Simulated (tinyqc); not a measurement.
Inside a calculation. Model: composition and strain of an epitaxial Si(1-x)Ge(x) layer from Raman and X-ray peaks. Computed by tinyqc, a small Python program that keeps every step. Command: `OMP_NUM_THREADS=1 python tinyqc.py 3013636 3013637 out.jsonl epiraman walk`. One thread of a shared host (Intel(R) Xeon(R) Processor @ 2.30GHz), about 0.01 s of CPU time with the checks. Intermediate numbers are printed to about 6 digits and carried at full precision; extremes and crossings named in words are read from the listed rows.

A (001) layer, biaxially strained in the plane. The Raman peaks follow empirical lines omega = w0 + c1 x + c3 x^3 + b eps (c3 for Si-Ge alone), with eps the in-plane strain.

Inputs (values chosen for the exercise, modelled on silicon-germanium):
```
quantity                        value      unit
Ge fraction x                    0.41         -
degree of relaxation R           0.54         -
Ge fraction y of the buffer      0.68         -
lattice constant of Si          5.431  angstrom
lattice constant of Ge          5.658  angstrom
bowing B                        0.027  angstrom
2 C12/C11 of Si                 0.765         -
2 C12/C11 of Ge                 0.746         -
Si-Si: w0                         521      1/cm
Si-Si: c1                       -63.9      1/cm
Si-Si: strain coefficient b      -758      1/cm
Si-Ge: w0                       399.8      1/cm
Si-Ge: c1                        24.7      1/cm
Si-Ge: c3                       -35.5      1/cm
Si-Ge: strain coefficient b      -542      1/cm
Ge-Ge: w0                         280      1/cm
Ge-Ge: c1                        20.1      1/cm
Ge-Ge: strain coefficient b      -422      1/cm
uncertainty of a Raman peak      0.05      1/cm
X-ray wavelength             1.540598  angstrom
```

Substrate: relaxed alloy buffer. Pair of peaks used: Si-Si and Si-Ge.

## Lattice constants and strain

Relaxed lattice constant a(x) = a_Si + (a_Ge - a_Si) x - B x (1 - x). In-plane constant a_par = a_sub + R (a(x) - a_sub); eps = a_par/a(x) - 1; eps_perp = -(2 C12/C11) eps with 2 C12/C11 linear in x; a_perp = a(x) (1 + eps_perp). The buffer has a_sub = a(y).

relaxed constant a(x) = 5.51754 angstrom

substrate constant a_sub = 5.57948 angstrom

a_par = 5.54603 angstrom

in-plane strain eps = 5.16448 per mille

strain along the normal = -3.91059 per mille

a_perp = 5.49596 angstrom

The layer is under tension in the plane and is shortened along the normal.

## Raman peaks

Insert x and eps in the three lines; the strain part is b eps.

Si-Si peak = 490.886 1/cm

Si-Ge peak = 404.681 1/cm

Ge-Ge peak = 286.062 1/cm

strain parts (1/cm): Si-Si -3.91467, Si-Ge -2.79915, Ge-Ge -2.17941

Read as unstrained, the Si-Si peak would give x = 0.471 in place of 0.41.

## X-ray (004) reflection

Bragg angle theta = arcsin(2 lambda/a) for (004), for the substrate with a_sub and the layer with a_perp; separation in arc seconds.

theta of the substrate = 33.5206 degree

theta of the layer = 34.0993 degree

separation, layer less substrate = 2083.40 arcsec

## Back from two peaks to composition and strain

Unknowns x and eps (per mille). Newton steps: J d = (measured - model), J = [d omega/dx, d omega/d eps] for the two peaks; start at x = 0.5, eps = 0; stop when |d| < 1e-9. The peaks are rounded to 0.001 per cm; R = (a(x)(1 + eps) - a_sub)/(a(x) - a_sub).

peaks used (1/cm): Si-Si 490.886, Si-Ge 404.681

Iterations:
```
step         x  eps (per mille)  residual 1 (1/cm)  residual 2 (1/cm)
0     0.500000          0.00000              1.836       -3.03150e+00
1     0.400738          5.94572              0.000        4.89951e-01
2     0.409932          5.17063              0.000        3.63550e-03
3     0.410001          5.16479              0.000        2.09406e-07
4     0.410001          5.16479              0.000                  0
```

recovered x = 0.410001

recovered eps = 5.16479 per mille

recovered R = 0.54

## Which pair of peaks is best

For each pair invert J = [d omega/dx, d omega/d eps] at the true x. Independent errors of the given size in both peaks give sigma_x and sigma_eps = uncertainty x (norm of the rows of the inverse of J).

Error propagation:
```
pair               det J     sigma_x  sigma_eps (per mille)
Si-Si and Si-Ge  39.7862  0.00117106              0.0807573
Si-Si and Ge-Ge  42.2016  0.00102787              0.0793651
Si-Ge and Ge-Ge  8.02572  0.00427944               0.132189
```

The pair Si-Si and Ge-Ge fixes x best (sigma_x = 0.0010) and Si-Ge and Ge-Ge worst (0.0043), a factor 4.2. Strain moves all peaks the same way, so a good pair needs different ratios of composition slope to strain coefficient, best of opposite sign; the slopes here are -63.9, 6.8 and 20.1 per cm for Si-Si, Si-Ge and Ge-Ge. Errors in the coefficients themselves are not counted.

## Relaxation at fixed composition

(004) Bragg angle theta = arcsin(2 lambda/a), with a = a_perp for the layer and a_sub for the substrate; separation = layer less substrate. The apparent x is the one that a fully strained layer (R = 0) would need to give the same a_perp.

Signatures; columns: (1) R; (2) eps (per mille); (3) Si-Si (1/cm); (4) Ge-Ge (1/cm); (5) a_perp (angstrom); (6) (004) separation (arcsec); (7) apparent x if R = 0 is assumed:
```
(1)       (2)      (3)      (4)      (5)      (6)       (7)
0.00  11.2271  486.291  283.503  5.47063  2730.66  0.410000
0.15   9.5431  487.567  284.214  5.47767  2550.13  0.427935
0.30   7.8590  488.844  284.925  5.48470  2370.16  0.445800
0.50   5.6136  490.546  285.872  5.49409  2131.09  0.469511
0.70   3.3681  492.248  286.820  5.50347  1893.02  0.493101
0.85   1.6841  493.524  287.530  5.51050  1715.12  0.510715
1.00   0.0000  494.801  288.241  5.51754  1537.78  0.528262
```

Full relaxation moves the Si-Si peak by +8.51 per cm and shrinks the X-ray separation to 56 % of its strained value, about 1/(1 + 2 C12/C11). A symmetric reflection alone cannot part x from R: a relaxed layer read as strained gives x = 0.528 in place of 0.41. An asymmetric reflection or a second peak is needed.

Checks made by the program: recovered composition (relative difference 4e-06).
